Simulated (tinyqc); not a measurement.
Random telegraph noise from one oxide trap in a small MOSFET: one step of the calculation.

An acceptor-like trap exchanges electrons with the channel. Inversion charge Q = Cox u, u = n Vt W0(exp((Vg - VT)/(n Vt))), W0 the Lambert function, n = nf, Cox = eps0 eox/tox; linear regime Id = (W/L) mu Q Vd. Relative to threshold the surface potential rises by Vt ln(u/u0) and the oxide voltage by the rest of Vg - VT, with u0 = n Vt W0(1).

Task. Step height. A = W L; threshold step dV = q (1 - xt/tox)/(Cox A); gm/Id = 1/(u + n Vt); relative step dI/I = (gm/Id) dV + asc mu/A. Id as defined.

Parameters, values chosen for the exercise; values of the order met in silicon transistors: temperature T = 250 K; relative permittivity of the gate insulator (close to silicon dioxide) eox = 3.9; insulator thickness tox = 2.2 nm; depth of the trap from the channel interface xt = 0.25 nm; body factor nf = 1.37; gate width W = 30 nm; gate length L = 20 nm; mobility mu = 120 cm^2/(V s); scattering coefficient of the charged trap asc = 3e-16 V s; drain voltage Vd = 0.02 V.

Constants: q = 1.602176634e-19 C, kB = 1.380649e-23 J/K, Vt = kB T/q, eps0 = 8.8541878128e-14 F/cm where lengths are in cm. Results are converted to the units shown.

u = 0.44023917 V
N = 4.3128955e12 cm^-2

Find: electrons in the channel N A; dV; gm/Id; number part of dI/I; dI/I; Id; dI.

Result.

electrons in the channel N A = 25.88
dV = 15.08 mV
gm/Id = 2.129 1/V
number part of dI/I = 3.210 %
dI/I = 3.810 %
Id = 2.488 uA
dI = 94.78 nA

Range of the model: VT is taken as given; short-channel effects and the uneven flow of current among few electrons are left out.

Computed by the program tinyqc: `OMP_NUM_THREADS=1 python tinyqc.py 2710045 2710046 out.jsonl`, one thread of a shared Intel Xeon 2.30GHz, about 0.01 s for the whole run.
